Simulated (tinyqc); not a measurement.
Closing and inverting the gap: three-level Kane dispersion of a narrow-gap semiconductor.

Zero of energy at Gamma8, c = hbar^2/2m0, P^2 = Ep c. The free-electron term and remote bands are left out, so the heavy holes are flat at E = 0 and the other three bands obey E (E - Eg)(E + Dso) = P^2 k^2 (E + 2 Dso/3). The conduction band is the highest root; its edge is Ec = max(Eg, 0).

Constants: hbar^2/2m0 = 3.80998211 eV angstrom^2.

Parameters, chosen for this exercise (out of a larger set: near those of InSb; not measured data):
- Dso = 0.83 eV (spin-orbit splitting)
- Ep = 24.4 eV (Kane energy)
- k = 0.012 1/angstrom (wave vector)

Eg is varied at fixed k, Dso and Ep. Edge mass: Eg (Eg + Dso)/(Ep (Eg + 2 Dso/3)) for Eg > 0, 3 |Eg|/(2 Ep) for Eg < 0. The Gamma6 weight of the conduction state is 1/(1 + P^2 k^2 [(2/3)/E^2 + (1/3)/(E + Dso)^2]).

Results:
```
Eg (eV)      m0*  highest root (eV)  middle (eV)  lowest (eV)  E - Ec (meV)  Gamma6 weight
-0.300   0.01844             0.0277      -0.3192      -0.8385          27.7          0.079
-0.150   0.00922             0.0466      -0.1900      -0.8366          46.6          0.195
-0.060   0.00369             0.0709      -0.1250      -0.8358          70.9          0.359
-0.015   0.00092             0.0895      -0.0990      -0.8355          89.5          0.472
0.015    0.00091             0.1049      -0.0846      -0.8353          89.9          0.550
0.060    0.00357             0.1322      -0.0671      -0.8350          72.2          0.660
0.150    0.00857             0.1991      -0.0446      -0.8346          49.1          0.814
0.300    0.01628             0.3308      -0.0268      -0.8340          30.8          0.922
```

The edge mass vanishes with |Eg| from both sides, yet the kinetic energy at this k stays finite, at most 89.9 meV in the table; at Eg = 0 the two-level form, without the split-off band, gives the linear value sqrt(2/3) P k = 94.5 meV. The Gamma6 weight of the conduction state goes smoothly from 0.08 to 0.92 and is 0.47 and 0.55 in the two rows next to Eg = 0: at finite k nothing jumps at the inversion.

(tinyqc, `OMP_NUM_THREADS=1 python tinyqc.py 1081418 1081419 out.jsonl`, Intel(R) Xeon(R) Processor @ 2.30GHz, 1 thread, shared host, about 0.01 s.)
